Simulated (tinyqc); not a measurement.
Worked calculation: exchange-split free-electron bands and tunnelling magnetoresistance. Values are carried at full precision from step to step, so a last printed digit may differ when a step is redone from the rounded ones.

Majority and minority bands E = c k^2/m -/+ Dx/2, c = hbar^2/2m0, so k_up = sqrt(m (EF + Dx/2)/c), k_dn = sqrt(m (EF - Dx/2)/c); n_s = k_s^3/(6 pi^2), D_s = m k_s/(4 pi^2 c).

Constants: hbar^2/2m0 = 3.80998211 eV angstrom^2.

Inputs chosen for the exercise: EF = 5.03 eV (Fermi energy above the mean band bottom); Dx = 5.71 eV (exchange splitting); m = 0.85 m0 (mass in the electrodes); mb = 0.84 m0 (mass in the barrier); phi = 2.78 eV (barrier height above EF); d = 10.1 angstrom (barrier thickness).

## The two Fermi spheres

Give k_s, n_s, D_s, the moment per electron (n_up - n_dn)/n and three polarisations: of D, of D v and of D v^2 (v proportional to k).

k_up, k_dn (1/angstrom): 1.3263  0.6966

n_up, n_dn (1/angstrom^3): 0.03940  0.00571

D_up, D_dn (1/(eV angstrom^3)): 0.00750  0.00394

moment per electron = 0.7469 muB

polarisations: D 0.3113, D v 0.5676, D v^2 0.7469

The three numbers differ although they describe one band structure: each probe (density of states, ballistic current, diffusive current) weights the velocity differently.

## Transmissions

Barrier: kappa = sqrt(mb phi/c), c = hbar^2/2m0. With a = k1/m, b = k2/m, w = kappa/mb, the transmission at normal incidence is T(k1, k2) = 4 a b w^2/[w^2 (a + b)^2 + (w^2 + a^2)(w^2 + b^2) sinh^2(kappa d)]. Parallel: G_P = T(up, up) + T(dn, dn); antiparallel: G_AP = 2 T(up, dn); TMR = (G_P - G_AP)/G_AP. Julliere: TMR = 2 P^2/(1 - P^2). Slonczewski factor: P_eff = P_k (w^2 - a_up a_dn)/(w^2 + a_up a_dn), P_k = (k_up - k_dn)/(k_up + k_dn).

Evaluate kappa and the three T.

kappa = 0.7829 1/angstrom
kappa d = 7.907

T: up-up 4.201e-07, dn-dn 5.331e-07, up-dn 4.733e-07

The minority channel transmits more, by a factor 1.27; the common factor exp(-2 kappa d) is 1.35e-07.

## Magnetoresistance

From the T, and from the Julliere formula with P_k and with P_eff.

TMR from T = 0.71 %
P_k = 0.3113
P_eff = -0.0595
Julliere with P_k = 21.46 %
Julliere with P_eff = 0.71 %

The interface factor is -0.191: it reverses the sign of the tunnelling polarisation. The plain Julliere value lies 20.8 points above the result and the one with P_eff 0.00 points from it. Symmetry filtering in crystalline barriers, which gives far larger values, is outside this model.

## Checks

- TMR of a thick barrier against the Julliere formula with P_eff: both 0.007094.

Computed by tinyqc, a small Python program: `OMP_NUM_THREADS=1 python tinyqc.py 1680234 1680235 out.jsonl` (the numbers bound the seed that draws the inputs); one thread of a shared host (Intel(R) Xeon(R) Processor @ 2.30GHz), about 0.01 s for the whole set of steps.
